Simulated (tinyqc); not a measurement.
# Capacitance measurement on a leaky thin oxide: effects of series resistance and leakage: readings against frequency

The device is a capacitance C in parallel with a leakage conductance G, in series with Rs and Ls. An impedance meter reports either a parallel pair (Cp, Gp) from Y = 1/Z = Gp + i w Cp or a series pair (Cs, Rm) from Z = Rm + 1/(i w Cs); w = 2 pi f, dissipation D = Gp/(w |Cp|).

EOT = 3.9 tox/eox; CET = EOT + zc + zp; C = 3.9 eps0 A/CET; G = Jg A/Vs. Z = Rs + i w Ls + 1/(G + i w C); CET read from Cp = 3.9 eps0 A/Cp; errors under 0.001 % are printed as 0.

Values chosen for this exercise; values of the order met in thin-oxide MOS capacitors:

| symbol | value | unit | meaning |
|---|---|---|---|
| eox | 3.9 |  | relative permittivity of the gate insulator (close to silicon dioxide) |
| tox | 0.99 | nm | insulator thickness |
| A | 2500 | um^2 | gate area |
| zc | 0.56 | nm | oxide-equivalent thickness added by the accumulation layer |
| zp | 0 | nm | oxide-equivalent thickness added by gate depletion |
| Jg | 0.016 | A/cm^2 | gate leakage current density, not matched to the thickness |
| Vs | 0.32 | V | voltage for an e-fold rise of the leakage |
| Rs | 7.9 | ohm | series resistance |
| Ls | 23 | nH | series inductance |

Constants: eps0 = 8.8541878128e-14 F/cm where lengths are in cm. Results are converted to the units shown.

The same in every row: C (pF) = 55.70.

Readings against frequency:
```
f (Hz)  Cp (pF)  Cs (pF)         D  error of Cp (%)  error of Cs (%)  CET read from Cp (nm)
1000      55.69    766.3     3.572         -1.98e-3             1280                  1.550
3000      55.69    134.7     1.191         -1.97e-3              142                  1.550
10000     55.69    62.80    0.3572         -1.97e-3             12.8                  1.550
30000     55.69    56.49    0.1191         -1.97e-3             1.42                  1.550
1e5       55.69    55.77   0.03600         -1.93e-3            0.128                  1.550
3e5       55.69    55.70   0.01274         -1.59e-3           0.0146                  1.550
1e6       55.70    55.70  0.006337          2.32e-3          6.33e-3                  1.550
3e6       55.72    55.72  0.009489           0.0367           0.0457                  1.549
1e7       55.93    55.98   0.02815            0.429            0.508                  1.543
3e7       57.91    58.35   0.08702             3.98             4.77                  1.491
```

D goes from 3.57 through a minimum of 0.00634 (at f = 1e6 Hz among the rows listed) to 0.0870; without inductance its minimum lies at f = sqrt(G (1 + G Rs)/Rs)/(2 pi C) = 1.14e6 Hz. The error of Cp goes from -0.00198 to 3.98 % and that of Cs from 1280 to 4.77 %; at low frequency Cp tends to C/(1 + G Rs)^2 and Cs grows as 1 + (G/(w C))^2. One of the two readings is within 2 % of C for f = 1000, 3000, 10000, 30000, 1e5, 3e5, 1e6, 3e6, 1e7 Hz. At the highest frequencies Ls raises both readings, by about w^2 Ls C in relative terms. For f = 1000, 3000 D exceeds 1, where the accuracy of real meters degrades in proportion to sqrt(1 + D^2).

tinyqc, about 0.01 s, one thread, Intel Xeon 2.30GHz (shared host): `OMP_NUM_THREADS=1 python tinyqc.py 2022019 2022020 out.jsonl`
